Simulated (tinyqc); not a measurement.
# Abrupt p-n junction, non-linear Poisson equation by Newton steps: two studies

One dimension, p side on the left, n side on the right; net doping C = -Na for x < 0 and +Nd for x > 0. The potential psi is counted from the intrinsic level, and the quasi-Fermi potentials are flat: 0 for holes and -V for electrons, so n = ni exp((psi + V)/Vt) and p = ni exp(-psi/Vt) (Boltzmann statistics, full ionisation, no current). Under reverse bias this makes the minority densities vanishingly small everywhere; they play no part in the charge.

Inputs (values chosen for the exercise); band and dielectric values close to those of silicon:
- T = 293 K (temperature)
- Eg = 1.14 eV (band gap)
- eps_r = 11.7 (relative permittivity)
- Nc = 2.74e19 cm^-3 (conduction-band density of states at T)
- Nv = 2.58e19 cm^-3 (valence-band density of states at T)
- Na = 6.2e17 cm^-3 (acceptor density of the p side)
- Nd = 2e18 cm^-3 (donor density of the n side)
- V = -1 V (bias of the p side against the n side)

Constants: q = 1.602176634e-19 C, kB = 1.380649e-23 J/K, Vt = kB T/q, eps0 = 8.8541878128e-14 F/cm where lengths are in cm. Results are converted to the units shown.

Each table varies one quantity; the others keep the values above.

## Capacitance and field against bias

The Poisson equation d/dx(eps0 eps_r dpsi/dx) = -q (p - n + C) is solved on a mesh of more than 1000 nodes that ends in neutral material (psi_p = -Vt ln(Na/ni), psi_n = Vt ln(Nd/ni) - V). C_j = q d/dV of the integral of p over x, from the linearised equation. ni = sqrt(Nc Nv) exp(-Eg/(2 Vt)), Eg in volts. Depletion approximation: Vbi = Vt ln(Na Nd/ni^2), W = sqrt(2 eps0 eps_r (Vbi - V)(1/Na + 1/Nd)/q), xp = W Nd/(Na + Nd), xn = W Na/(Na + Nd), peak field 2 (Vbi - V)/W, capacitance eps0 eps_r/W. The last column applies it to an abrupt Na-Nd junction.

Result of one run:
```
V (V),peak |E| (kV/cm),C_j (nF/cm^2),1/C_j^2 (cm^4/uF^2),eps0 eps_r/C_j (nm),abrupt depletion C (nF/cm^2)
-8.55,1178,64.37,241.3,160.9,64.20
```

What becomes of these results when the bias of the p side against the n side V is changed from -8.55 to -10 V, all else the same?

Result of the changed run:
```
V (V),peak |E| (kV/cm),C_j (nF/cm^2),1/C_j^2 (cm^4/uF^2),eps0 eps_r/C_j (nm),abrupt depletion C (nF/cm^2)
-10,1265,59.95,278.3,172.8,59.81
```

The whole series:
```
V (V),peak |E| (kV/cm),C_j (nF/cm^2),1/C_j^2 (cm^4/uF^2),eps0 eps_r/C_j (nm),abrupt depletion C (nF/cm^2)
0.15,337.8,224.5,19.84,46.14,217.6
-1.3,571.3,132.7,56.76,78.05,131.3
-2.75,733.9,103.3,93.68,100.3,102.6
-4.2,866.5,87.51,130.6,118.4,87.08
-5.65,981.4,77.26,167.5,134.1,76.97
-7.1,1084,69.94,204.4,148.1,69.72
-8.55,1178,64.37,241.3,160.9,64.20
-10,1265,59.95,278.3,172.8,59.81
```

With V going from 0.15 to -10 V, C_j falls from 225 to 59.9 nF/cm^2 and the peak field rises from 338 to 1260 kV/cm. The slope of 1/C_j^2, read as N = 2/(q eps0 eps_r |slope|), gives 4.73e17 cm^-3 between the first two rows and 4.73e17 cm^-3 between the last two, against Na Nd/(Na + Nd) = 4.73e17 cm^-3; the slopes of all rows agree within 0.01 %, as for uniform doping at both edges. At the end C_j goes as (Vbi - V)^(-0.50) with Vbi = 0.980 V, and it is 0.23 % above the abrupt depletion formula (at the first row 3.2 % above it). For V = -1.3, -2.75, -4.2, -5.65, -7.1, -8.55, -10 the peak field is at a level where avalanche or tunnelling currents, left out here, set in for such a gap.

## Convergence with the mesh

Uniform meshes of N intervals over 166.1 nm, nodes at x_i = (i - j - 1/2) h, i = 0..N, so that the junction lies midway between nodes j and j + 1; end nodes fixed at psi_p and psi_n; box-integrated Poisson equation eps0 eps_r (psi_(i+1) - 2 psi_i + psi_(i-1))/h + q h (p - n + C) = 0. The peak field is the largest (psi_(i+1) - psi_i)/h; LD = sqrt(eps0 eps_r Vt/(q N)) of the heavier side. Errors are against E_j. Exact first integral for an abrupt junction with thick neutral sides: psi_p = -Vt ln(Na/ni), psi_n = Vt ln(Nd/ni) - V, psi_j = (Nd psi_n + Na psi_p - Vt (Nd - Na))/(Na + Nd) at the junction, n_j = ni exp((psi_j + V)/Vt), p_j = ni exp(-psi_j/Vt), and E_j^2 = (2 q/(eps0 eps_r)) [Nd (psi_n - psi_j - Vt) + Vt (n_j + p_j)] (minority densities of the neutral sides neglected).

Convergence with the mesh:
```
N,h (nm),h/LD,j,peak field (kV/cm),error (%)
10,16.610,5.8137,7,523.92,-1.42
20,8.3050,2.9068,14,528.37,-0.579
40,4.1525,1.4534,28,530.64,-0.151
80,2.0762,0.72671,57,531.25,-0.0377
160,1.0381,0.36336,115,531.40,-9.43e-3
320,0.51906,0.18168,231,531.44,-2.36e-3
640,0.25953,0.090839,462,531.44,-5.89e-4
1280,0.12977,0.045419,924,531.45,-1.47e-4
```

What does the table show?

The error goes from -1.4 % at N = 10 to -1.5e-4 % at N = 1280. Over the last doubling it shrinks by a factor of 4.0, close to the 4 of a second-order scheme. It first drops below 1 % at N = 20, where h is 2.9 Debye lengths.

Numbers from tinyqc (`OMP_NUM_THREADS=1 python tinyqc.py 2000006 2000007 out.jsonl`; about 0.02 s on one thread of a shared Intel Xeon 2.30GHz).
